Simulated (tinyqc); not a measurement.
# Tunnelling through a two-layer gate stack, WKB transmission and Tsu-Esaki current: effects of single changes

Electrons leave the emitter at x = 0. Energies E (motion across the layers) are in eV from the emitter Fermi level; the collector Fermi level lies at -V and offers states at every E. No charge in the dielectric and no image force: F1 = V/(t1 + t2 eps1/eps2), F2 = F1 eps1/eps2; U = phi1 - F1 x in layer 1 and phi2 - F1 t1 - F2 (x - t1) in layer 2. With C = hbar^2/(2 m0), kappa = sqrt(m (U - E)/C) where U > E and 0 elsewhere; T(E) = exp(-S), S = 2 times the integral of kappa over x.

Parameters, values chosen for the exercise; layer 1 close to silicon dioxide, layer 2 close to hafnium oxide:

| symbol | value | unit | meaning |
|---|---|---|---|
| T | 350 | K | temperature |
| Ef | 0.39 | eV | Fermi energy of the emitter above its band bottom |
| me | 0.77 | m0 | emitter mass in the supply function |
| phi1 | 3.16 | eV | barrier of layer 1 above the emitter Fermi level at zero bias |
| m1 | 0.49 | m0 | tunnelling mass of layer 1 |
| t1 | 1 | nm | thickness of layer 1 |
| eps1 | 3.78 |  | relative permittivity of layer 1 |
| phi2 | 1.44 | eV | barrier of layer 2 at zero bias |
| m2 | 0.19 | m0 | tunnelling mass of layer 2 |
| t2 | 3.9 | nm | thickness of layer 2 |
| eps2 | 21.1 |  | relative permittivity of layer 2 |
| V | 0.3 | V | voltage across the dielectric |

Constants: q = 1.602176634e-19 C, kB = 1.380649e-23 J/K, hbar = 1.054571817e-34 J s, m0 = 9.1093837015e-31 kg, Vt = kB T/q, hbar^2/(2 m0) = 0.0380998212 eV nm^2. Results are converted to the units shown.

Each table varies one quantity; the others keep the values above.

## Current against voltage

Each layer adds (2/F) sqrt(m/C) [G(u at its left edge) - G(u at its right edge)] to S, with u = U - E (0 where negative) and G(u) = (2/3) u^1.5. J = J0 times the integral of T(E) N(E) dE, N = ln[(1 + exp(-E/Vt))/(1 + exp((-E - V)/Vt))], J0 = q^2 me m0 kB T/(2 pi^2 hbar^3) (times 1e-4 for A/cm^2 per eV), from E = -Ef to far above the barrier (T = 1 there), by quadrature converged to the digits shown.

Current against voltage:
```
V (V)  S at E = 0   T(E = 0)  J (A/cm^2)  mean E of the current (eV)
0.2         32.35  8.968e-15    1.167e-6                     -0.1296
0.49        30.30  6.913e-14    9.057e-6                     -0.1359
0.77        28.11  6.193e-13    7.164e-5                     -0.1234
1.06        25.49  8.497e-12    8.315e-4                     -0.1023
1.35        22.19  2.315e-10     0.01914                    -0.04291
1.64        17.35   2.925e-8       1.662                    -0.02016
1.92        14.07   7.791e-7       55.15                    -0.06701
2.21        11.99   6.195e-6       670.5                     -0.1132
2.5         11.12   1.476e-5        3395                     -0.1623
```

Read the table: what changes, and by how much?

J rises from 1.17e-6 to 3400 A/cm^2, by 3.07 decades a volt between the first two rows and 2.43 between the last two. From V = 1.64 V on (among the rows) a band edge falls below the emitter Fermi level, so electrons at E = 0 no longer cross the full thickness. In 3 of the 9 rows the field exceeds 10 MV/cm (up to 14.7), more than most dielectrics sustain; the model ignores breakdown.

## Effect of the thickness t1 at fixed voltage

Same model as above.

Effect of the thickness t1 at fixed voltage:
```
t1 (nm)  S at E = 0   T(E = 0)  J (A/cm^2)  mean E of the current (eV)
0.6           26.81  2.280e-12    3.551e-4                     -0.1494
0.77          28.86  2.918e-13    4.306e-5                     -0.1447
0.94          30.93  3.690e-14    5.169e-6                     -0.1402
1.11          33.01  4.626e-15    6.166e-7                     -0.1356
1.29          35.21  5.096e-16    6.457e-8                     -0.1309
1.46          37.30  6.313e-17    7.642e-9                     -0.1264
1.63          39.39  7.791e-18   9.024e-10                     -0.1220
1.8           41.49  9.585e-19   1.064e-10                     -0.1176
```

J falls from 3.55e-4 to 1.06e-10 A/cm^2: 5.39 decades a nanometre between the first two rows and 5.46 between the last two. The exponent S alone gives dS/dt/ln 10 = 5.25 and 5.35. In 2 of the 8 rows a layer is thinner than 0.8 nm, a few atomic planes, where an effective mass is a rough description.

## Effect of the barrier height

Same model as above.

Results:
```
phi1 (eV)  S at E = 0   T(E = 0)  J (A/cm^2)  mean E of the current (eV)
1.6             27.91  7.568e-13    9.352e-5                     -0.1285
2.17            29.44  1.638e-13    2.132e-5                     -0.1334
2.46            30.14  8.156e-14    1.082e-5                     -0.1352
2.74            30.77  4.327e-14    5.834e-6                     -0.1367
3.03            31.39  2.322e-14    3.177e-6                     -0.1380
3.31            31.97  1.310e-14    1.815e-6                     -0.1391
3.6             32.53  7.433e-15    1.041e-6                     -0.1401
```

Estimate the missing row, phi1 = 1.89 eV.

Computed row:
```
phi1 (eV)  S at E = 0   T(E = 0)  J (A/cm^2)  mean E of the current (eV)
1.89            28.72  3.370e-13    4.286e-5                     -0.1313
```

With this row back in the table: J falls from 9.35e-5 to 1.04e-6 A/cm^2, on average 0.977 decades for each eV, while S rises from 27.9 to 32.5.

Numbers from tinyqc (`OMP_NUM_THREADS=1 python tinyqc.py 2540031 2540032 out.jsonl`; about 0.04 s on one thread of a shared Intel Xeon 2.30GHz).
